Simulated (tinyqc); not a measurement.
Worked calculation: coupled-perturbed Hartree-Fock on RHF in the sto-3g basis, for H3-, spin multiplicity 1. The basis has no diffuse functions, so it cannot describe the extra electron: this is an exercise in the method, not the real anion. Computed by tinyqc, a small Python program that keeps every step (integrals from PySCF). Settings: charge = -1, multiplicity = 1, basis = sto-3g, method = RHF, energy threshold = 1e-10, iteration cap = 77, orthogonalisation = symmetric, start = atomic densities, DIIS depth = 6. Command: `OMP_NUM_THREADS=1 python tinyqc.py 31558 31559 out.jsonl` (the two numbers bound the seeds that draw the settings). One thread of a shared host (Intel(R) Xeon(R) Processor @ 2.60GHz), about 0.1 s of CPU time with the checks. The early iterations of the SCF are left out here.

## One-electron integrals

Geometry (angstrom):
```
atom        x        y         z
H     0.00000  0.00000   0.00000
H     0.00000  0.00000   0.92200
H     0.00000  0.23500  -0.89700
```

Basis sto-3g: exponents (1/bohr^2) and contraction coefficients of normalised primitives:
```
element  l (shell)  exponent  coefficient
H            s (1)   3.42525      0.15433
H            s (1)   0.62391      0.53533
H            s (1)   0.16886      0.44463
```

Overlap, kinetic and nuclear-attraction integrals over the contracted functions; the nuclear repulsion is the sum of Za Zb / Rab.

nuclear repulsion = 1.4331452 hartree

overlap S:
```
         1H 1s    2H 1s    3H 1s
1H 1s  1.00000  0.54355  0.54030
2H 1s  0.54355  1.00000  0.15558
3H 1s  0.54030  0.15558  1.00000
```

kinetic energy T (hartree):
```
         1H 1s     2H 1s     3H 1s
1H 1s  0.76003   0.14284   0.14054
2H 1s  0.14284   0.76003  -0.00710
3H 1s  0.14054  -0.00710   0.76003
```

nuclear attraction V (hartree):
```
          1H 1s     2H 1s     3H 1s
1H 1s  -2.32395  -1.11316  -1.10469
2H 1s  -1.11316  -2.06487  -0.29476
3H 1s  -1.10469  -0.29476  -2.06223
```

core Hamiltonian H = T + V (hartree):
```
          1H 1s     2H 1s     3H 1s
1H 1s  -1.56392  -0.97032  -0.96415
2H 1s  -0.97032  -1.30484  -0.30186
3H 1s  -0.96415  -0.30186  -1.30220
```

## Two-electron integrals

Functions are numbered as in S; the eight-fold symmetry (ij|kl) = (ji|kl) = (kl|ij) leaves the list below.

Two-electron integrals (ij|kl) in chemists' order, unique and non-zero (hartree):
```
(11|11) 0.77461   (21|11) 0.34682   (21|21) 0.19297   (22|11) 0.50417
(22|21) 0.34682   (22|22) 0.77461   (31|11) 0.34419   (31|21) 0.14416
(31|22) 0.20301   (31|31) 0.19042   (32|11) 0.09381   (32|21) 0.04636
(32|22) 0.07612   (32|31) 0.04609   (32|32) 0.01284   (33|11) 0.50236
(33|21) 0.20388   (33|22) 0.28673   (33|31) 0.34419   (33|32) 0.07612
(33|33) 0.77461
```

## Orthogonalisation

S = U s U^T; symmetric (Loewdin) form X = U s^(-1/2) U^T, so that X^T S X = 1.

eigenvalues of S: 0.30745  0.84443  1.84812

X:
```
          1H 1s     2H 1s     3H 1s
1H 1s   1.32345  -0.37707  -0.37418
2H 1s  -0.37707   1.15304   0.06369
3H 1s  -0.37418   0.06369   1.15080
```

## Iteration 7 (converged): orbitals

converged F (hartree):
```
          1H 1s     2H 1s     3H 1s
1H 1s   0.05677  -0.25362  -0.25184
2H 1s  -0.25362   0.08508  -0.09263
3H 1s  -0.25184  -0.09263   0.08791
```

Diagonalise F' = X^T F X, C = X C', fill 2 alpha and 2 beta electrons from the bottom; D = 2 C_occ C_occ^T. Each column has its largest component positive (the first on a tie).

F' = X^T F X (hartree):
```
          1         2         3
1   0.60026  -0.50507  -0.50159
2  -0.50507   0.34057   0.12821
3  -0.50159   0.12821   0.34011
```

orbital energies (hartree): MO1 -0.18046, MO2 0.21214, MO3 1.24927

coefficients C:
```
           MO1       MO2       MO3
1H 1s  0.49912   0.00140   1.33588
2H 1s  0.38464  -0.76720  -0.85977
3H 1s  0.37957   0.77178  -0.85364
```

D after iteration 7:
```
         1H 1s     2H 1s     3H 1s
1H 1s  0.49826   0.38182   0.38107
2H 1s  0.38182   1.47308  -0.89222
3H 1s  0.38107  -0.89222   1.47943
```

## Convergence

Stop when the energy changes by less than 1e-10 hartree and every element of the error matrix X^T (F D S - S D F) X is below 3e-06.

Course of the cycle:
```
iteration  E (hartree)     change  largest element of the error matrix
1           -1.3266471          -                             3.81e-02
2           -1.3174746   9.17e-03                             1.64e-02
3           -1.3176214  -1.47e-04                             8.45e-03
4           -1.3176756  -5.42e-05                             4.78e-04
5           -1.3176758  -1.67e-07                             7.52e-06
6           -1.3176758  -3.27e-11                             3.10e-06
7           -1.3176758  -4.06e-12                             1.94e-06
```

PySCF RHF in the same basis = -1.3176758 hartree

Converged in 7 iterations.

## Integrals over molecular orbitals

(pq|rs) = sum C_ip C_jq C_kr C_ls (ij|kl), one index at a time.

one-electron integrals over orbitals h = C^T H C (hartree):
```
          1         2         3
1  -1.59630  -0.00009  -0.15198
2  -0.00009  -1.18619  -0.00035
3  -0.15198  -0.00035  -0.71961
```

Two-electron integrals over orbitals (pq|rs), unique and non-zero (hartree):
```
(11|11) 0.56625    (21|11) -0.00140   (21|21) 0.16254    (22|11) 0.50607
(22|21) 0.00149    (22|22) 0.54873    (31|11) 0.08109    (31|21) 0.00085
(31|22) -0.03338   (31|31) 0.13269    (32|11) 0.00137    (32|21) -0.13766
(32|22) -0.00154   (32|31) -0.00037   (32|32) 0.13941    (33|11) 0.59241
(33|21) -0.00068   (33|22) 0.52808    (33|31) 0.09920    (33|32) 0.00086
(33|33) 0.65808
```

## Response to a field: uncoupled start

dipole integrals <a|z|i> (bohr):
```
          i1       i2
a3  -0.02634  1.30854
```

Field along z; U_ai = -mu_ai / (e_a - e_i), alpha = -4 sum U_ai mu_ai.

uncoupled U:
```
         i1        i2
a3  0.01842  -1.26169
```

uncoupled polarisability = 6.60578 bohr^3

## Coupled step 1

U_ai = -(mu_ai + sum_bj [4 (ai|bj) - (ab|ij) - (aj|bi)] U_bj) / (e_a - e_i); alpha = -4 sum U_ai mu_ai.

U after step 1:
```
         i1        i2
a3  0.02054  -1.39531
```

polarisability = 7.30541 bohr^3

## Coupled step 2

As before.

U after step 2:
```
         i1        i2
a3  0.02079  -1.40946
```

polarisability = 7.37951 bohr^3

## Coupled polarisability

Repeat until U stops changing; compare with -d2E/dF2.

Course of the coupled iterations:
```
step  alpha (bohr^3)
0            6.60578
1            7.30541
2            7.37951
3            7.38736
4            7.38819
5            7.38828
6            7.38829
7            7.38829
8            7.38829
9            7.38829
```

coupled polarisability = 7.38829 bohr^3

finite-field check, fields of +/-0.001 au = 7.38828 bohr^3
